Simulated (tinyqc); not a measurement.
Impurity fraction: valence-band anticrossing with a localised impurity level.

Host valence band EM(k) = al x - c k^2/mM, c = hbar^2/2m0, coupled to a flat level EI by V = C sqrt(x): H = [[EM, V], [V, EI]], E+/- = (EM + EI)/2 +/- sqrt((EM - EI)^2/4 + V^2). The host weight of a state at E is f = 1/(1 + V^2/(E - EI)^2), and its mass at k = 0 is mM/f. The gap is Eg - E+(0), the conduction edge staying at Eg.

Constants: hbar^2/2m0 = 3.80998211 eV angstrom^2.

Parameters, chosen for this exercise (host near GaAs; the results hold for these values, not for the real material): Eg = 1.54 eV (gap at Gamma to the s-like level); mM = 0.41 m0 (mass of the host band); EI = -0.122 eV (impurity level, from the valence top of the host); C = 1.01 eV (coupling); al = 0.04 eV (linear shift of the host edge).

The last column is the bowing that a quadratic law would need at that x, (Eg - gap)/(x (1 - x)), with equal end gaps.

Results:

| x (%) | E- (eV) | E+ (eV) | gap (eV) | host weight of E+ | mass of E+ | bowing (eV) |
|---|---|---|---|---|---|---|
| 0.1 | -0.1299 | 0.0079 | 1.5321 | 0.943 | 0.4348 | 7.9 |
| 0.2 | -0.1369 | 0.0150 | 1.5250 | 0.902 | 0.4546 | 7.5 |
| 0.5 | -0.1549 | 0.0331 | 1.5069 | 0.825 | 0.4969 | 6.7 |
| 1.0 | -0.1789 | 0.0573 | 1.4827 | 0.759 | 0.5401 | 5.8 |
| 2.0 | -0.2161 | 0.0949 | 1.4451 | 0.697 | 0.5878 | 4.8 |
| 3.0 | -0.2459 | 0.1251 | 1.4149 | 0.666 | 0.6156 | 4.3 |
| 5.0 | -0.2942 | 0.1742 | 1.3658 | 0.632 | 0.6484 | 3.7 |
| 8.0 | -0.3518 | 0.2330 | 1.3070 | 0.607 | 0.6754 | 3.2 |

The apparent bowing falls from 7.9 to 3.2 eV, so no single constant describes the gap: the part from the coupling goes as x while V is small against |EM - EI| and as sqrt(x) beyond (V = |EI| near x = 1.46 %), with the linear term al x on top; the fall of the gap goes as the power 0.92 of x between the first two rows and 0.62 between the last two. The mass of E+ goes from 0.4348 to 0.6754, higher although the gap falls; with al = 0 the weight tends to 1/2 at large x.

Computed by tinyqc, a small Python program: `OMP_NUM_THREADS=1 python tinyqc.py 1050159 1050160 out.jsonl` (the numbers bound the seed that draws the inputs); one thread of a shared host (Intel(R) Xeon(R) Processor @ 2.30GHz), about 0.01 s for the whole set of steps.
